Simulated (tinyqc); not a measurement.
Comparisons within one model: standing waves and exposure in a photoresist film. A value that a table varies takes the place of the one given here.

Normal incidence from air. Unexposed resist: N1 = n1 + i k1 with k1 = (A + B) lam/(4 pi), lam in micrometres. r01 = (1 - N1)/(1 + N1), t01 = 2/(1 + N1). Substrate Ns = ns + i ks: r12 = (N1 - Ns)/(N1 + Ns). With p = exp(2 pi i N1 d/lam), the field at depth z is E(z) = t01 [exp(2 pi i N1 z/lam) + r12 p^2 exp(-2 pi i N1 z/lam)]/(1 + r01 r12 p^2), the relative intensity I(z) = n1 |E(z)|^2 and the reflectance R = |(r01 + r12 p^2)/(1 + r01 r12 p^2)|^2.

Inputs chosen for the exercise (a resist on Si, indices near tabulated ones; not measured data): lam = 193 nm (vacuum wavelength); n1 = 1.682 (resist index); A = 0.03 1/micrometre (bleachable absorption (Dill A)); B = 0.84 1/micrometre (fixed absorption (Dill B)); d = 169 nm (resist thickness); ns = 0.884 (substrate n); ks = 2.801 (substrate k).

## Swing of the coupled dose with resist thickness

The mean of I is taken over 800 depths; the relative dose to clear is taken as 1/(mean of I over the lowest period, 60 depths), scaled to 1 in the first row.

Swing:

| d (nm) | R | mean I | relative dose |
|---|---|---|---|
| 169.0 | 0.5915 | 1.0268 | 1.000 |
| 178.6 | 0.4557 | 1.3264 | 0.761 |
| 188.1 | 0.2477 | 1.8300 | 0.569 |
| 197.7 | 0.2820 | 1.7540 | 0.619 |
| 207.2 | 0.4746 | 1.2671 | 0.867 |
| 216.8 | 0.5725 | 0.9967 | 1.075 |
| 226.4 | 0.5559 | 0.9952 | 1.038 |
| 235.9 | 0.4179 | 1.2725 | 0.803 |
| 245.5 | 0.2091 | 1.7196 | 0.608 |
| 255.1 | 0.2453 | 1.6396 | 0.659 |
| 264.6 | 0.4396 | 1.2026 | 0.908 |
| 274.2 | 0.5402 | 0.9602 | 1.116 |
| 283.7 | 0.5235 | 0.9646 | 1.080 |

The period is 57.4 nm, six rows. The relative dose swings between 0.569 and 1.116, a ratio (max - min)/mean of 0.641, against the estimate 4 sqrt(|r01|^2 |r12|^2) exp(-(A + B) d) = 0.669 for the oscillating part alone; the ratio from the table also holds the slow rise from absorption, 8.0 % over two periods, so the two are not strictly comparable. The dose is least sensitive to thickness at an extremum; the lowest dose listed is at 188.1 nm.

## What moves the exposure

The mean of I is over 800 depths. Each row changes one parameter from the base and keeps the others.

Results:

| case | \|r12\|^2 | R | mean I | I at the bottom |
|---|---|---|---|---|
| base | 0.5796 | 0.5915 | 1.0268 | 0.4901 |
| d = 179 nm | 0.5796 | 0.4472 | 1.3463 | 0.6529 |
| n1 = 1.699 | 0.5780 | 0.5790 | 1.0504 | 0.5124 |
| B = 1.04 1/micrometre | 0.5778 | 0.5670 | 1.0067 | 0.4775 |
| ks = 2.521 | 0.5324 | 0.5556 | 1.0219 | 0.5598 |
| ns = 0.972 | 0.5530 | 0.5753 | 1.0148 | 0.4768 |

The largest shifts from the base row, up to three for each result and ties (the steps differ in size, so this ranks the rows, not the parameters). |r12|^2: ks -0.0472, ns -0.0267, B -0.0019; unchanged at the printed digits by d. R: d -0.1443, ks -0.0359, B -0.0245. mean I: d +0.3195, n1 +0.0235, B -0.0201. I at the bottom: d +0.1628, ks +0.0697, n1 +0.0223.

tinyqc: `OMP_NUM_THREADS=1 python tinyqc.py 1651212 1651213 out.jsonl`; about 0.01 s, one thread, shared Intel(R) Xeon(R) Processor @ 2.30GHz.
